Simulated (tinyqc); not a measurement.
## Deep-level transient spectroscopy: amplitude against reverse bias

Schottky contact on an n-type layer with shallow donors Nd (all ionised) and a donor-like deep trap, neutral when filled and positive when empty; depletion approximation. Traps within lam of the depletion edge stay filled. A long pulse to Vp fills the traps beyond x1 = Wp - lam; back at Vr those between x1 and x2 = Wr - lam emit. A rate window reads S = C(t2) - C(t1).

lam = sqrt(2 eps0 eps_r (EF - ET)/(q Nd)), EF - ET = Et - (kB T/q) ln(Nc(T)/Nd), Nc(T) = Nc (T/300 K)^1.5. In the steady state at the band bending V, 2 eps0 eps_r V/q = Nd W^2 + Nt (W - lam)^2 (the second term only if W > lam). W(t)^2 = Wr^2 + (Nt/Nd)(x2^2 - x1^2) exp(-en t), C = eps0 eps_r/W; for small Nt, dC/C = -(Nt/2 Nd) G exp(-en t) with G = (x2^2 - x1^2)/Wr^2. Listed at t = 0.

Parameters, values chosen for the exercise; material values close to those of silicon:
```
symbol,value,unit,meaning
eps_r,11.8,,relative permittivity
Nc,2.76e19,cm^-3,conduction-band density of states at 300 K
Nd,4.1e15,cm^-3,shallow donor density
Vbi,0.57,V,built-in voltage
Et,0.1,eV,depth of the trap below the conduction edge
Nt,2.3e14,cm^-3,trap density
Vp,0,V,reverse bias during the filling pulse
T,96,K,temperature of the transient
```

Constants: q = 1.602176634e-19 C, kB = 1.380649e-23 J/K, eps0 = 8.8541878128e-14 F/cm where lengths are in cm. Results are converted to the units shown.

Amplitude against reverse bias:
```
Vr (V)	Wr (nm)	G	dC(0)/C (%)	2 Nd |dC|/C (cm^-3)
0.5	573.2	0.3570	-0.9866	8.090e13
2.1	902.5	0.6480	-1.770	1.451e14
3.8	1153	0.7412	-2.016	1.653e14
5.4	1347	0.7859	-2.134	1.750e14
7.1	1526	0.8155	-2.212	1.814e14
8.7	1677	0.8350	-2.263	1.856e14
10.4	1824	0.8504	-2.303	1.889e14
12	1952	0.8617	-2.333	1.913e14
```

What does the table show?

G rises from 0.357 to 0.862, since lam = 115 nm and x1 weigh less in a wider layer. The simple estimate 2 Nd |dC|/C reaches 35.2 % of the true Nt in the first row and 83.2 % in the last. That is below G (86.2 %), since with Nt/Nd = 0.056 dC/C is no longer linear in Nt. In every row T is below 110 K, where shallow donors begin to freeze out; the model keeps them ionised.

tinyqc, about 0.01 s, one thread, Intel Xeon 2.30GHz (shared host): `OMP_NUM_THREADS=1 python tinyqc.py 2050132 2050133 out.jsonl`
